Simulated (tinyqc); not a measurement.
Static screening by free carriers: one step. Screening at finite temperature. Four cases, with inputs chosen for the exercise.

Problem. Solve for eta and form qs.

kF = (3 pi^2 n/Mv)^(1/3), EF = c kF^2/m with c = hbar^2/2m0, n in 1/angstrom^3 (1e-24 per 1/cm^3), e2 = e^2/(4 pi eps0). Thomas-Fermi: qTF^2 = 6 pi e2 n/(eps EF). Debye: qD^2 = 4 pi e2 n/(eps kB T).

F_j(eta) = (1/Gamma(j + 1)) integral_0^infinity x^j dx/(1 + exp(x - eta)), which tends to exp(eta) for eta << 0.

At finite T: qs^2 = qD^2 F_-1/2(eta)/F_1/2(eta), where n = Mv N F_1/2(eta) and N = 2 (m kB T/(4 pi c))^(3/2) with c = hbar^2/2m0, in 1/angstrom^3; times 1e24 for 1/cm^3.

Constants: hbar^2/2m0 = 3.80998211 eV angstrom^2; e^2/(4 pi eps0) = 14.39964547 eV angstrom; kB = 8.617333262e-05 eV/K.

Give: n/(Mv N); eta; qs; screening length 1/qs.

Case 1.

Values chosen (near those of GaN; the results hold for these values, not for the real material): n = 1.8e+19 1/cm^3 (carrier density); m = 0.202 m0 (mass of one isotropic valley); Mv = 1 (valleys); eps = 9.62 (background dielectric constant); T = 300 K.

Solution.

n/(Mv N) = 7.901
eta = 4.610
qs = 0.06262 1/angstrom
screening length 1/qs = 15.97 angstrom

qs is 0.547 of the Debye value and 0.978 of the Thomas-Fermi value.

Case 2.

Values chosen (near those of Ge; the results hold for these values, not for the real material): n = 2.1e+18 1/cm^3 (carrier density); m = 0.2195 m0 (mass of one isotropic valley); Mv = 4 (valleys); eps = 16.1 (background dielectric constant); T = 77 K.

Solution.

n/(Mv N) = 1.565
eta = 0.989
qs = 0.04821 1/angstrom
screening length 1/qs = 20.74 angstrom

qs is 0.808 of the Debye value and 0.842 of the Thomas-Fermi value.

Case 3.

Values chosen (near those of GaAs; the results hold for these values, not for the real material): n = 4.3e+16 1/cm^3 (carrier density); m = 0.0674 m0 (mass of one isotropic valley); Mv = 1 (valleys); eps = 13.4 (background dielectric constant); T = 200 K.

Solution.

n/(Mv N) = 0.1799
eta = -1.652
qs = 0.005629 1/angstrom
screening length 1/qs = 177.6 angstrom

qs is 0.970 of the Debye value and 0.491 of the Thomas-Fermi value.

Case 4.

Values chosen (near those of Si; the results hold for these values, not for the real material): n = 2.1e+19 1/cm^3 (carrier density); m = 0.3178 m0 (mass of one isotropic valley); Mv = 6 (valleys); eps = 11.8 (background dielectric constant); T = 300 K.

Solution.

n/(Mv N) = 0.7785
eta = 0.022
qs = 0.09906 1/angstrom
screening length 1/qs = 10.09 angstrom

qs is 0.888 of the Debye value and 0.733 of the Thomas-Fermi value.

Computed by tinyqc, one run a case: `OMP_NUM_THREADS=1 python tinyqc.py N N+1 out.jsonl` with N = 1650213, 1650587, 1650726, 1650784; one thread of a shared Intel(R) Xeon(R) Processor @ 2.30GHz, about 0.01 s a run at most.
